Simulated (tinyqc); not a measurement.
# MOS capacitor on a p-type substrate, surface potential from the exact charge relation: effects of single changes

Uniform p-type substrate, Boltzmann statistics, full ionisation, classical densities. psi is the surface potential against the body (positive when the bands bend down) and u = psi/Vt. Traps are spread evenly over the gap and neutral at flat band, so their charge is -q Dit psi; the minority quasi-Fermi level is shifted by Vb.

Parameters, values chosen for the exercise; band and dielectric values close to those of silicon: temperature T = 300 K; band gap Eg = 1.13 eV; relative permittivity eps_r = 11.6; conduction-band density of states at T Nc = 2.79e19 cm^-3; valence-band density of states at T Nv = 2.69e19 cm^-3; electron affinity chi = 4.05 eV; acceptor density of the substrate N = 2.6e15 cm^-3; relative permittivity of the gate insulator (close to hafnium oxide) eox = 22.3; insulator thickness tox = 15 nm; gate work function phiM = 4.11 eV; fixed charge at the interface, in units of q Nf = 0 cm^-2; density of interface traps Dit = 0 cm^-2 eV^-1; reverse bias of the inversion layer against the body Vb = 1.7 V.

Constants: q = 1.602176634e-19 C, kB = 1.380649e-23 J/K, Vt = kB T/q, eps0 = 8.8541878128e-14 F/cm where lengths are in cm. Results are converted to the units shown.

Each table varies one quantity; the others keep the values above.

## Capacitance-voltage curves

ni = sqrt(Nc Nv) exp(-Eg/(2 Vt)), Eg in volts; phiF = Vt ln(N/ni); Cox = eps0 eox/tox; Vfb = phiM - chi - (Eg - Vt ln(Nv/N)) - q Nf/Cox; Q0 = sqrt(2 eps0 eps_r q N Vt); r = (ni/N)^2 exp(-Vb/Vt); VT = Vfb + [(2 phiF + Vb)(1 + q Dit/Cox) + sqrt(2 eps0 eps_r q N (2 phiF + Vb))/Cox]. u = psi/Vt; F^2 = exp(-u) + u - 1 + r (exp(u) - u - 1); Qs = -sign(u) Q0 F; Cs = -dQs/dpsi = (Q0/Vt) |1 - exp(-u) + r (exp(u) - 1)|/(2 F). psi solves Vg = Vfb + psi + (q Dit psi - Qs)/Cox. Low frequency: 1/C_LF = 1/Cox + 1/(Cs + q Dit). High frequency, in the simple estimate in which traps and minority carriers do not follow: 1/C_HF = 1/Cox + 1/Cd, Cd being Cs with r = 0 at the same psi. Deep depletion: r = 0 and Dit = 0 both in the equation for psi and in Cs. Minority sheet density N_inv = (Q0/(2 q)) int_0^u r (exp(t) - 1)/F(t) dt for u > 0. N_inv under 1 cm^-2 is printed as 0. Regimes: accumulation when majority carriers gather, then depletion up to |psi| = phiF + Vb, weak inversion up to 2 phiF + Vb, strong inversion beyond.

Capacitance-voltage curves:
```
Vg (V)   psi (V)  C_LF/Cox  C_HF/Cox  C_deep/Cox  N_inv (cm^-2)            regime
-1.53    -0.2499    0.8968    0.8968      0.8968              0      accumulation
-1.2     -0.1996    0.7667    0.7667      0.7667              0      accumulation
-0.87   -0.03464    0.1381    0.1381      0.1381              0      accumulation
-0.53     0.2896   0.02118   0.02118     0.02118              0         depletion
-0.2      0.6140   0.01428   0.01428     0.01428              0         depletion
0.13      0.9398   0.01149   0.01149     0.01149              0         depletion
0.47       1.276  0.009839  0.009839    0.009839              0         depletion
0.8        1.603  0.008770  0.008770    0.008770              0         depletion
1.13       1.930  0.007987  0.007987    0.007987          147.2         depletion
1.47       2.268  0.007655  0.007366    0.007366        6.307e7    weak inversion
1.8        2.524    0.6492  0.006981    0.006884       5.933e11  strong inversion
2.13       2.591    0.8765  0.006890    0.006485       2.755e12  strong inversion
```

C_LF/Cox is lowest, 0.00766, at Vg = 1.47 V (weak inversion) among the rows listed and is 0.876 in the last row, where C_HF/Cox is 0.00689 and the deep-depletion value 0.00649. Vfb = -0.831 V, where C_HF/Cox = 0.0890 (Cox in series with eps0 eps_r/LD), and VT = 1.55 V. In strong accumulation and inversion degeneracy and confinement, left out here, lower the capacitance.

## Effect of the gate work function on threshold and swing

ni = sqrt(Nc Nv) exp(-Eg/(2 Vt)), Eg in volts; phiF = Vt ln(N/ni); Cox = eps0 eox/tox; Vfb = phiM - chi - (Eg - Vt ln(Nv/N)) - q Nf/Cox; VT = Vfb + [(2 phiF + Vb)(1 + q Dit/Cox) + sqrt(2 eps0 eps_r q N (2 phiF + Vb))/Cox]. gamma = sqrt(2 eps0 eps_r q N)/Cox; Wm = sqrt(2 eps0 eps_r (2 phiF + Vb)/(q N)); m = 1 + (eps0 eps_r/Wm + q Dit)/Cox; swing m Vt ln 10; Cmin/Cox = 1/(1 + Cox Wm/(eps0 eps_r)).

The same in every row: 2 phiF (V) = 0.6511; gamma (V^0.5) = 0.02222; Wm (nm) = 1077; m = 1.007; swing (mV/decade) = 59.96; Cmin/Cox = 0.007194.

Effect of the gate work function on threshold and swing:
```
phiM (eV)   Vfb (V)  VT (V)
4.05        -0.8910   1.494
4.25        -0.6910   1.694
4.45        -0.4910   1.894
4.65        -0.2910   2.094
4.85       -0.09101   2.294
5.05         0.1090   2.494
5.25         0.3090   2.694
```

What does the comparison show?

As phiM goes from 4.05 to 5.25, VT rises from 1.49 to 2.69 V, the swing stays at 60.0 mV/decade and Cmin/Cox stays at 0.00719. The whole change of VT is that of Vfb: the curve shifts rigidly.

Computed by the program tinyqc: `OMP_NUM_THREADS=1 python tinyqc.py 2060156 2060157 out.jsonl`, one thread of a shared Intel Xeon 2.30GHz, about 0.01 s for the whole run.
